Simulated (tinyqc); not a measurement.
Stillinger-Weber potential for a tetrahedral semiconductor. From one set of inputs to another, one input at a time. Computed by tinyqc, a small Python program. Command: `OMP_NUM_THREADS=1 python tinyqc.py 3002333 3002334 out.jsonl swsi ladder`. One thread of a shared host (Intel(R) Xeon(R) Processor @ 2.30GHz), about 0.1 s of CPU time with the checks.

With x = r/sigma: pair term eps A (B x^-4 - 1) exp(1/(x - a)); for each pair of neighbours j, k of atom i, three-body term eps lambda exp(gamma/(x_ij - a) + gamma/(x_ik - a)) (cos theta_jik + 1/3)^2; both vanish beyond x = a. A = 7.049556277, B = 0.6022245584, a = 1.8.

The inputs printed are set A. Set A is modelled on germanium; the values taken over come from a set modelled on silicon. Inputs not listed in the table keep their values of set A, so the rows need not describe a real material.

Inputs (values chosen for the exercise, modelled on germanium): energy scale eps = 1.862 eV; length scale sigma = 2.19 angstrom; three-body strength lambda = 31.9; gamma = 1.1.

Constants: 1 eV/angstrom^3 = 160.2176634 GPa.

Method. All angles are tetrahedral, so only the pair term acts; its minimum lies at x = 2^(1/6) with depth eps, and second neighbours lie beyond the cut-off. a0 = 4 d/sqrt3; E = -2 eps per atom. Second derivatives of the energy per atom, volume a0^3/8: e_xx gives C11, e_xx = -e_yy gives 2 (C11 - C12), e_xy = e_yx = h/2 gives the unrelaxed C44(0). Under that shear the second sublattice shifts by u_z; minimising over u_z gives C44 = C44(0) - E_hu^2/(E_uu V) and Kleinman's zeta = |E_hu/E_uu|/(a0/4). The optical force constant is k = 4 E_uu, with M omega^2 = k at the zone centre.

Each row keeps all changes above it:
```
input moved                     from     to  C11 (GPa)  C12 (GPa)  internal strain zeta
set A                              -      -     152.97     37.898               0.39783
energy scale eps (eV)          1.862  2.184     179.43     44.452               0.39783
three-body strength lambda      31.9   23.4     155.45     56.440               0.50537
gamma                            1.1    1.3     126.02     71.156               0.67867
length scale sigma (angstrom)   2.19  2.086     145.82     82.338               0.67867
```

Where does the difference come from?

C11 goes from 153 to 146, a factor 0.953 in all. The largest single move comes from gamma (a factor 0.811), and energy scale eps works against it (a factor 1.17). C12 goes from 37.9 to 82.3, a factor 2.17 in all. The largest single move comes from three-body strength lambda (a factor 1.27). Internal strain zeta goes from 0.398 to 0.679, a factor 1.71 in all. The largest single move comes from gamma (a factor 1.34). The single moves hold for this order of the switches; the total does not depend on the order.

Extremes, crossings and ranges named in words are read from the listed rows.
